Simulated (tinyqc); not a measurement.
What moves the results: shallow acceptor in the spherical four-band model. A value that a table varies takes the place of the one given here.

The ground state 1S3/2 has an L = 0 part f(r) and an L = 2 part g(r). In units of Ry* and a*, with Gaussians f_i = exp(-a_i r^2), g_i = r^2 exp(-a_i r^2), A = a_i + a_j and I(n) = Gamma((n + 1)/2)/(2 A^((n + 1)/2)): S_ff = I(2), S_gg = I(6), H_ff = (6 a_i a_j/A) I(2) - 2 I(1), H_gg = (14 a_i a_j/A) I(6) - 2 I(5), H_fg = -mu [15 I(2) - 20 a_j I(4) + 4 a_j^2 I(6)]; each function is then normalised. The split-off band is left out.

Converged values use 22 exponents 2.2^i, i = -7 to 14, for f and for g.

Units Ry* = Ry/(g1 eps^2) and a* = a0 eps g1; mu = (6 g3 + 4 g2)/(5 g1) is the spherical heavy-light coupling and delta = (g3 - g2)/g1 the cubic term, which is left out.

Constants: Ry = 13.60569312 eV; a0 (Bohr radius) = 0.5291772105 angstrom.

Inputs chosen for the exercise (near those of a shallow acceptor in Si, where the small spin-orbit splitting and strong warping make this model rough; the results hold for these values, not for the real material): mus = (0.07, 0.29, 0.47, 0.65, 0.73, 0.84, 0.9) (couplings); rc = 1.9 angstrom (radius of the central cell); Vs = (2, 0, -0.5, -1.5, -2.5, -3.5) eV (central-cell strengths); g1 = 4.28 (Luttinger gamma1); g2 = 0.34 (gamma2); g3 = 1.44 (gamma3); eps = 12 (dielectric constant).

## Strength of the heavy-light coupling

Ry* = 22.0757 meV

Converged values in Ry* and a*; the heavy-mass hydrogen model gives 1/(1 - mu).

Results:
```
mu    binding (Ry*)  1/(1 - mu)  ratio  L = 2 weight  <r> (a*)  binding (meV)
0.07          1.004       1.075  0.934         0.002     1.494           22.2
0.29          1.082       1.408  0.769         0.036     1.403           23.9
0.47          1.254       1.887  0.665         0.097     1.237           27.7
0.65          1.653       2.857  0.579         0.190     0.970           36.5
0.73          2.017       3.704  0.545         0.244     0.811           44.5
0.84          3.126       6.250  0.500         0.332     0.541           69.0
0.90          4.768      10.000  0.477         0.388     0.363          105.3
```

How do the results move?

The binding starts as 1 + O(mu^2), 1.004 at mu = 0.07, since the coupling enters in second order, and reaches 4.77 at mu = 0.90. The ratio to the heavy-mass model falls from 0.93 to 0.48, towards about 0.44 as mu goes to 1: the bound hole is only partly heavy. The L = 2 weight grows to 0.39 and the radius shrinks by a factor 4.1.

## Central-cell correction

mu = 0.46729
a* = 27.179 angstrom

A short-range term V exp(-r^2/rc^2) is added (negative: attracts the hole); its elements are V S (A/(A + 1/rc^2))^(3/2) for f and ^(7/2) for g, in the same units.

Results:
```
V (eV)  1S binding (meV)  2S binding (meV)  <r> (angstrom)  L = 2 weight
2.0                 26.0              7.32            35.8         0.094
0.0                 27.6              7.53            33.7         0.095
-0.5                28.2              7.60            33.0         0.096
-1.5                29.6              7.77            31.5         0.097
-2.5                31.7              8.00            29.5         0.099
-3.5                34.8              8.34            26.9         0.101
```

How do the results move?

From V = 0 to -3.5 eV the 1S binding grows by 7.2 meV (26 %) and the 2S binding by 0.81 meV, so the chemical shift sits mainly in the ground state. A repulsion of 2 eV removes 1.6 meV. The slope is 3.16 meV per eV over the last step against 0.80 on the repulsive side, since attraction pulls the state into the cell; over this range the level stays shallow.

## What each parameter does

Converged values. Each row changes one parameter from the base and keeps the others.

Results:
```
case          mu  Ry* (meV)  binding (meV)  <r> (angstrom)
base       0.467      22.08          27.60            33.7
g1 = 4.62  0.433      20.45          24.68            37.5
g2 = 0.29  0.458      22.08          27.33            34.0
g3 = 1.32  0.434      22.08          26.66            34.7
eps = 11   0.467      26.27          32.85            30.9
```

What can be read from the table?

The largest shifts from the base row, up to three for each result and ties (the steps differ in size, so this ranks the rows, not the parameters). mu: g1 -0.034, g3 -0.034, g2 -0.009; unchanged at the printed digits by eps. Ry* (meV): eps +4.20, g1 -1.62; unchanged at the printed digits by g2 and g3. binding (meV): eps +5.25, g1 -2.92, g3 -0.94. <r> (angstrom): g1 +3.8, eps -2.8, g3 +1.0. g1 acts twice: it lowers Ry* and it lowers mu.

Computed by tinyqc, a small Python program: `OMP_NUM_THREADS=1 python tinyqc.py 1281214 1281215 out.jsonl` (the numbers bound the seed that draws the inputs); one thread of a shared host (Intel(R) Xeon(R) Processor @ 2.30GHz), about 0.03 s for the whole set of steps.
